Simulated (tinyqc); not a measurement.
Inside a calculation. Method: sp3 tight binding, zinc-blende lattice. Computed by tinyqc, a small Python program that keeps every step. Command: `OMP_NUM_THREADS=1 python tinyqc.py 30312 30313 out.jsonl` (the two numbers bound the seeds that draw the settings). One thread of a shared host (Intel(R) Xeon(R) Processor @ 2.60GHz), about 0.01 s of CPU time with the checks.

## Bloch Hamiltonian at k

Parameters chosen for this model: zinc-blende lattice, anion at 0, cation at a/4 (1,1,1); V = eta hbar^2 / (m d^2), hbar^2/m = 7.619964 eV angstrom^2:
```
parameter          value      unit
a               5.600000  angstrom
d               2.424871  angstrom
Es anion      -15.250000        eV
Ep anion       -7.930000        eV
Es cation     -15.250000        eV
Ep cation      -7.930000        eV
eta ss         -1.420000
eta sp          1.560000
eta pp sigma    2.810000
eta pp pi      -0.720000
V ss           -1.840195        eV
V sp            2.021623        eV
V pp sigma      3.641513        eV
V pp pi        -0.933057        eV
```

k point k (2 pi / a): -0.05000  -0.63000  -0.67000

Slater-Koster rules over the four bonds with direction cosines (l, m, n): ss V_ss; s-px l V_sp; px-s -l V_sp; px-px l^2 V_pps + (1 - l^2) V_ppp; px-py l m (V_pps - V_ppp); each times exp(i k.d).

H(k) at k (eV):
```
                    a s               a px               a py               a pz
a s           -15.25000            0.00000            0.00000            0.00000
a px            0.00000           -7.93000            0.00000            0.00000
a py            0.00000            0.00000           -7.93000            0.00000
a pz            0.00000            0.00000            0.00000           -7.93000
c s   -1.99609+0.41928i   3.37910-0.09964i   0.17469-1.92740i   0.15169-2.21965i
c px  -3.37910+0.09964i   0.64194-0.13484i  -0.19817+2.89984i  -0.22822+2.51804i
c py  -0.17469+1.92740i  -0.19817+2.89984i   0.64194-0.13484i  -4.41459+0.13018i
c pz  -0.15169+2.21965i  -0.22822+2.51804i  -4.41459+0.13018i   0.64194-0.13484i

                    c s               c px               c py               c pz
a s   -1.99609-0.41928i  -3.37910-0.09964i  -0.17469-1.92740i  -0.15169-2.21965i
a px   3.37910+0.09964i   0.64194+0.13484i  -0.19817-2.89984i  -0.22822-2.51804i
a py   0.17469+1.92740i  -0.19817-2.89984i   0.64194+0.13484i  -4.41459-0.13018i
a pz   0.15169+2.21965i  -0.22822-2.51804i  -4.41459-0.13018i   0.64194+0.13484i
c s           -15.25000            0.00000            0.00000            0.00000
c px            0.00000           -7.93000            0.00000            0.00000
c py            0.00000            0.00000           -7.93000            0.00000
c pz            0.00000            0.00000            0.00000           -7.93000
```

## Levels at k

Diagonalise the Hermitian matrix.

eigenvalues (eV): -18.88459  -16.34058  -14.20057  -13.00978  -6.81403  -4.44514  -2.84746  -1.53786

weights |c|^2 of the basis functions:
```
       band 1   band 2   band 3   band 4   band 5   band 6   band 7   band 8
a s   0.44181  0.33312  0.00892  0.00012  0.16072  0.05326  0.00008  0.00199
a px  0.02167  0.10151  0.18133  0.00121  0.25291  0.29751  0.00325  0.14061
a py  0.01618  0.03033  0.16078  0.25752  0.03285  0.05100  0.26791  0.18344
a pz  0.02035  0.03505  0.14897  0.24116  0.05352  0.09823  0.22876  0.17397
c s   0.44181  0.33312  0.00892  0.00012  0.16072  0.05326  0.00008  0.00199
c px  0.02167  0.10151  0.18133  0.00121  0.25291  0.29751  0.00325  0.14061
c py  0.01618  0.03033  0.16078  0.25752  0.03285  0.05100  0.26791  0.18344
c pz  0.02035  0.03505  0.14897  0.24116  0.05352  0.09823  0.22876  0.17397
```

## Bloch Hamiltonian at G

k point G (2 pi / a): 0  0  0

As before.

H(k) at G (eV):
```
            a s      a px      a py      a pz        c s      c px      c py      c pz
a s   -15.25000   0.00000   0.00000   0.00000   -7.36078   0.00000   0.00000   0.00000
a px    0.00000  -7.93000   0.00000   0.00000    0.00000   2.36720   0.00000   0.00000
a py    0.00000   0.00000  -7.93000   0.00000    0.00000   0.00000   2.36720   0.00000
a pz    0.00000   0.00000   0.00000  -7.93000    0.00000   0.00000   0.00000   2.36720
c s    -7.36078   0.00000   0.00000   0.00000  -15.25000   0.00000   0.00000   0.00000
c px    0.00000   2.36720   0.00000   0.00000    0.00000  -7.93000   0.00000   0.00000
c py    0.00000   0.00000   2.36720   0.00000    0.00000   0.00000  -7.93000   0.00000
c pz    0.00000   0.00000   0.00000   2.36720    0.00000   0.00000   0.00000  -7.93000
```

## Levels at G

As before.

eigenvalues (eV): -22.61078  -10.29720  -10.29720  -10.29720  -7.88922  -5.56280  -5.56280  -5.56280

## Bands along a path

The same steps at evenly spaced points between the labelled ones.

Bands along the path (eV):
```
k            band 1     band 2     band 3     band 4    band 5    band 6    band 7    band 8
L         -19.89861  -16.30101  -12.16331  -12.16331  -8.11443  -3.69669  -3.69669  -2.04595
L-G 0.25  -20.53753  -15.39314  -11.94461  -11.94461  -7.99605  -3.91539  -3.91539  -2.43328
L-G 0.50  -21.57578  -13.54159  -11.35962  -11.35962  -7.74247  -4.50038  -4.50038  -3.50016
L-G 0.75  -22.33760  -11.50942  -10.65167  -10.65167  -7.64441  -5.20833  -5.20833  -4.86857
G         -22.61078  -10.29720  -10.29720  -10.29720  -7.88922  -5.56280  -5.56280  -5.56280
G-X 0.25  -22.24393  -11.25487  -11.12863  -11.12863  -7.31166  -5.54954  -4.73137  -4.73137
G-X 0.50  -21.18490  -13.13316  -12.55637  -12.55637  -6.51584  -5.52610  -3.30363  -3.30363
G-X 0.75  -19.55194  -15.30786  -13.63749  -13.63749  -5.96118  -5.53902  -2.22251  -2.22251
X         -17.52235  -17.52235  -14.02943  -14.02943  -5.65765  -5.65765  -1.83057  -1.83057
X-W 0.25  -17.52235  -17.52235  -14.02943  -14.02943  -5.65765  -5.65765  -1.83057  -1.83057
X-W 0.50  -17.52235  -17.52235  -14.02943  -14.02943  -5.65765  -5.65765  -1.83057  -1.83057
X-W 0.75  -17.52235  -17.52235  -14.02943  -14.02943  -5.65765  -5.65765  -1.83057  -1.83057
W         -17.52235  -17.52235  -14.02943  -14.02943  -5.65765  -5.65765  -1.83057  -1.83057
```

With 4 band(s) filled, the highest filled level on these points lies at G and the lowest empty one at L: a gap of 2.1828 eV, indirect.
